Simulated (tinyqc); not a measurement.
# Electron mobility in a silicon inversion layer, empirical terms and Matthiessen rule: several studies

Inversion layer of sheet density Ns on a uniformly doped body. The mobility terms are empirical power laws with prefactors chosen for the exercise; adding their inverses (Matthiessen) is itself an approximation.

Parameters, values chosen for the exercise; material values close to those of silicon:
- T = 300 K (temperature)
- Eg = 1.12 eV (band gap)
- eps_r = 11.7 (relative permittivity of the semiconductor)
- Nc = 2.75e19 cm^-3 (conduction-band density of states at T)
- Nv = 2.68e19 cm^-3 (valence-band density of states at T)
- Nb = 6.5e17 cm^-3 (body doping)
- Vsb = 0 V (reverse body bias)
- eta = 0.5 (weight of the inversion charge in the effective field)
- Ap = 394 cm^2/(V s) (phonon-limited mobility at 1 MV/cm and 300 K)
- As = 801 cm^2/(V s) (roughness-limited mobility at 1 MV/cm)
- gs = 2 (exponent of the roughness term)
- Ac = 3200 cm^2/(V s) (Coulomb prefactor)
- Nit = 6.6e10 cm^-2 (charge at the interface)
- Ns = 1.8e12 cm^-2 (inversion density)

Constants: q = 1.602176634e-19 C, kB = 1.380649e-23 J/K, Vt = kB T/q, eps0 = 8.8541878128e-14 F/cm where lengths are in cm. Results are converted to the units shown.

Each table varies one quantity; the others keep the values above.

## Effect of the reverse body bias

ni = sqrt(Nc Nv) exp(-Eg/(2 Vt)), Eg in volts; Ndep = sqrt(2 eps0 eps_r Nb (2 Vt ln(Nb/ni) + Vsb)/q); E = q (Ndep + eta Ns)/(eps0 eps_r), in MV/cm. With t = T/(300 K): muC = Ac (Ns/1e12 cm^-2) t/(Nb/1e17 cm^-3 + Nit/1e11 cm^-2), muP = Ap E^(-1/3) t^(-1.75), muS = As E^(-gs); 1/mu is the sum of the inverses.

The same in every row: muC (cm^2/(V s)) = 804.47.

Effect of the reverse body bias:
```
Vsb (V)  E (MV/cm)  muP (cm^2/(V s))  muS (cm^2/(V s))  mu (cm^2/(V s))
0          0.57092            474.94            2457.4           266.28
0.4        0.65573            453.51            1862.9           250.95
0.8        0.72846            437.89            1509.5           238.71
1.2        0.79315            425.64            1273.3           228.42
1.6        0.85199            415.61            1103.5           219.52
2          0.90633            407.13            975.12           211.65
2.4        0.95707            399.80            874.47           204.59
```

What does the table show?

As Vsb goes from 0 to 2.4 V, E rises from 0.571 to 0.957 MV/cm and mu falls from 266 to 205 cm^2/(V s). The phonon term is the smallest in the first and the last row.

## Effect of the body doping

Same model as above.

Result of one run:
```
Nb (cm^-3)  E (MV/cm)  muC (cm^2/(V s))  muP (cm^2/(V s))  muS (cm^2/(V s))  mu (cm^2/(V s))
5e18            1.403             113.7             352.0             407.0            70.96
```

What becomes of these results when the body doping Nb is changed from 5e18 to 4.7e17 cm^-3, all else the same?

Result of the changed run:
```
Nb (cm^-3)  E (MV/cm)  muC (cm^2/(V s))  muP (cm^2/(V s))  muS (cm^2/(V s))  mu (cm^2/(V s))
4.7e17         0.5030              1075             495.4              3166            306.3
```

The whole series:
```
Nb (cm^-3)  E (MV/cm)  muC (cm^2/(V s))  muP (cm^2/(V s))  muS (cm^2/(V s))  mu (cm^2/(V s))
2e16           0.2072              6698             665.9           1.866e4            586.6
4.4e16         0.2427              5236             631.6           1.359e4            541.2
9.7e16         0.2969              3534             590.6              9088            479.3
2.1e17         0.3767              2087             545.5              5644            401.7
4.7e17         0.5030              1075             495.4              3166            306.3
1e18           0.6811             540.3             447.8              1727            214.5
2.3e18         0.9794             243.4             396.7             835.0            127.8
5e18            1.403             113.7             352.0             407.0            70.96
```

As Nb goes from 2e16 to 5e18 cm^-3, E rises from 0.207 to 1.40 MV/cm and mu falls from 587 to 71.0 cm^2/(V s). The smallest term is the phonon one in the first row and the Coulomb one in the last.

## Effect of the charge at the interface

Same model as above.

The same in every row: E (MV/cm) = 0.5709; muP (cm^2/(V s)) = 474.9; muS (cm^2/(V s)) = 2457.

Effect of the charge at the interface:
```
Nit (cm^-2)  muC (cm^2/(V s))  mu (cm^2/(V s))
1e10                    872.7            273.4
3.2e10                  844.6            270.5
1e11                    768.0            262.2
3.2e11                  593.8            238.3
1e12                    349.1            186.0
3.2e12                  149.6            108.7
1e13                    54.08            47.61
```

As Nit goes from 1e10 to 1e13 cm^-2, E stays at 0.571 MV/cm and mu falls from 273 to 47.6 cm^2/(V s). The smallest term is the phonon one in the first row and the Coulomb one in the last.

Numbers from tinyqc (`OMP_NUM_THREADS=1 python tinyqc.py 2510065 2510066 out.jsonl`; about 0.01 s on one thread of a shared Intel Xeon 2.30GHz).
